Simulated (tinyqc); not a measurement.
# Thermionic emission over a Gaussian spread of barriers, step by step

Program tinyqc, `OMP_NUM_THREADS=1 python tinyqc.py 2640171 2640172 out.jsonl`; Intel Xeon 2.30GHz, shared host, one thread, about 0.01 s. Printed values are rounded.

Metal on an n-type semiconductor with one parabolic valley; V > 0 is forward bias (metal positive). Patches of barrier height b are spread as a Gaussian with mean phi - r2 V and variance sg^2 + r3 V; each carries A* T^2 exp(-b/Vt) [exp(V/Vt) - 1].

Inputs (values chosen for the exercise); band and dielectric values close to those of gallium arsenide:
```
symbol    value  unit                                                            meaning
T           350     K                                                        temperature
me       0.0673    m0                                                      electron mass
phi        0.64    eV                                 barrier height seen from the metal
sg        0.033    eV                          standard deviation of the barrier heights
r2       -0.021        shift of the mean barrier per volt, with its sign reversed (rho2)
r3      -0.0009     V                                     change of sg^2 per volt (rho3)
V          0.28     V                                                               bias
nb            9                                                  barrier heights sampled
```

Constants: q = 1.602176634e-19 C, kB = 1.380649e-23 J/K, h = 6.62607015e-34 J s, m0 = 9.1093837015e-31 kg, Vt = kB T/q. Results are converted to the units shown.

## Apparent barrier, ideality and current

A* = 4 pi q me m0 kB^2/h^3 (times 1e-4 for A/(cm^2 K^2)). The mean of exp(-b/Vt) gives the apparent barrier phi_ap(V) = phi - r2 V - (sg^2 + r3 V)/(2 Vt), J = A* T^2 exp(-phi_ap/Vt) [exp(V/Vt) - 1], and 1/n = 1 + r2 + r3/(2 Vt).

A* = 8.087658 A/(cm^2 K^2)
phi_ap(0) = 0.6219467 eV
phi_ap(V) = 0.6320043 eV
n = 1.037258
J = 8.458230 A/cm^2

## The same mean by Simpson's rule

With mean mu and deviation s at this bias, take nb equally spaced b from mu - s^2/Vt - 3.5 s to mu + s, the Gaussian density g(b) and y = g exp(-(b - mu)/Vt); the integral I of y gives phi_ap = mu - Vt ln I.

b, point 0 to 8 (eV): [0.5168703, 0.5366129, 0.5563555, 0.5760980, 0.5958406, 0.6155832, 0.6353258, 0.6550684, 0.6748110]
g, point 0 to 8 (1/eV): [6.631881e-4, 0.01101721, 0.1148859, 0.7520072, 3.089850, 7.969166, 12.90175, 13.11125, 8.363732]
y, point 0 to 8 (1/eV): [0.04778535, 0.4125238, 2.235442, 7.603929, 16.23576, 21.76043, 18.30722, 9.668020, 3.204887]
I = 1.543799
phi_ap = 0.6327829 eV

This differs from the closed form by 0.78 meV. The integrand peaks at b = 0.616 eV among these points, below the mean of 0.646 eV: low barriers carry the current.
